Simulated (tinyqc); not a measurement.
Fully depleted semiconductor-on-insulator film with two gates, non-linear Poisson equation by Newton steps: one step of the calculation.

One dimension across the film, front interface at x = 0, back interface at x = ts. psi is counted from the intrinsic level, n = ni exp(psi/Vt) (source grounded), holes neglected, acceptors ionised. Gates act through Cox = eps0 eox/tox and Cbox = 3.9 eps0/tb with potentials G1 = Vg - (phiM - chi - Vt ln(Nc/ni)) and G2 = Vb - (phiB - chi - Vt ln(Nc/ni)). Classical Boltzmann densities, no interface charge, no depletion in the back plane.

Question. Electron sheet density, centroid and oxide fields. n_i = ni exp(psi_i/Vt); N_inv = sum w_i n_i with w = ts/7, halved at the ends; centroid sum w n x/N_inv; fields (G1 - psi_0)/tox and (G2 - psi_7)/tb.

Inputs (values chosen for the exercise); band and dielectric values those of a made-up semiconductor:
```
symbol  value  unit                             meaning
T         300     K                         temperature
tox       2.2    nm                 insulator thickness
ts        6.1    nm                      film thickness
tb         57    nm  buried-oxide thickness (eps_r 3.9)
```

Constants: q = 1.602176634e-19 C, kB = 1.380649e-23 J/K, Vt = kB T/q. Results are converted to the units shown.

```
node,converged psi (V)
0,0.27401755
1,0.28031005
2,0.28696803
3,0.29399403
4,0.30139159
5,0.30916560
6,0.31732300
7,0.32587366
```

ni = 1.2903797e11 cm^-3
G1 = 0.23287874 V
G2 = 1.8528787 V

Wanted: n; N_inv; centroid; field in the front oxide; field in the buried oxide.

Answer.

```
node,n (cm^-3)
0,5.1762e15
1,6.6027e15
2,8.5422e15
3,1.1210e16
4,1.4924e16
5,2.0159e16
6,2.7638e16
7,3.8473e16
```

N_inv = 9.6641e9 cm^-2
centroid = 4.0726 nm
field in the front oxide = -0.18699 MV/cm
field in the buried oxide = 0.26790 MV/cm

The centroid lies at 0.67 of the film, so the electrons fill the film, with n at the back 7.43 times that at the front.

Range of the model: In so thin a film or at such density quantum confinement moves the charge away from the interfaces and raises the threshold.

Numbers from tinyqc (`OMP_NUM_THREADS=1 python tinyqc.py 2190118 2190119 out.jsonl`; about 0.5 s on one thread of a shared Intel Xeon 2.30GHz).
